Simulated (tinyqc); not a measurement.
Monte Carlo simulation of one carrier in a uniform electric field: one step, computed by the program tinyqc. Command: `OMP_NUM_THREADS=1 python tinyqc.py 3002422 3002423 out.jsonl mcfl walk`. One thread of a shared host (Intel(R) Xeon(R) Processor @ 2.30GHz), about 1 s of CPU time with the checks.

The force e F acts along +z. Flights end at the constant total rate Gamma; the part of Gamma that the real rates do not fill is self-scattering, which leaves k unchanged. One valley, no impurities; equivalent final valleys enter only through Z_f in the optical rate.

Problem. Scattering event 1. Parabolic band: E = hbar^2 k^2/(2 m), speed v = hbar k/m, states per spin, volume and energy g(E) = m k/(2 pi^2 hbar^2). Masses are multiplied by m_0 and all formulas are in SI units. Phonon occupation N_q = 1/(exp(hbar w/(k_B T)) - 1). Acoustic deformation potential (elastic, equipartition, absorption and emission together): 1/tau = 2 pi k_B T D_A^2 g(E)/(hbar rho v_l^2). Optical or intervalley deformation potential: 1/tau = (pi Z_f D_o^2/(rho w)) [N_q g(E + hbar w) + (N_q + 1) g(E - hbar w)], with g = 0 below the band edge. Choice: with cumulative rates in the order acoustic, absorption, emission, the process is the first whose sum exceeds r2 Gamma; if none, self-scattering. Final state: E' = E, E + hbar w or E - hbar w gives k'. Isotropic processes: cos(theta) = 1 - 2 r3 from the z axis, phi = 2 pi r4, k' (sin theta cos phi, sin theta sin phi, cos theta). Use row 1 of the random numbers.

Inputs (values chosen for the exercise, modelled on electrons in germanium):
```
quantity,value,unit
effective mass m,0.219,m_0
density rho,5323,kg/m^3
sound velocity v_l,5170,m/s
acoustic deformation potential D_A,12,eV
phonon energy hbar w,30.8,meV
optical or intervalley deformation potential D_o,4.8,1e8 eV/cm
final valleys Z_f,3,-
lattice temperature T,300,K
```

Crystal: non-polar. Band: parabolic.

k at the end of the flight (1/nm): [0.2900000, -0.0063000, 0.1674310]

Random numbers (0.02 to 0.98, from up to 60 sets tried for early real events), one row a flight:
```
,r1,r2,r3,r4
1,0.7266,0.4096,0.9713,0.5292
2,0.6541,0.0694,0.8992,0.8742
3,0.4701,0.5499,0.3305,0.0717
4,0.5969,0.5123,0.7893,0.6042
5,0.2578,0.9729,0.8154,0.7413
6,0.6035,0.4018,0.4144,0.2730
7,0.5405,0.7560,0.1995,0.8376
```

Gamma = 24.15980 1e12/s

Constants: hbar = 1.054571817e-34 J s; m_0 = 9.1093837015e-31 kg; e = 1.602176634e-19 C; k_B = 1.380649e-23 J/K; hbar = 6.582119569e-16 eV s; k_B = 8.617333262e-05 eV/K.

Give: cumulative rates; r2 Gamma; process chosen; k after event 1, the start of the next flight.

Solution.

cumulative rates (1e12/s): acoustic 1.951, absorption 2.429, emission 2.429

r2 Gamma = 9.896 1e12/s

Process chosen: self-scattering

k after event 1, the start of the next flight (1/nm): [0.2900, -0.0063, 0.1674]
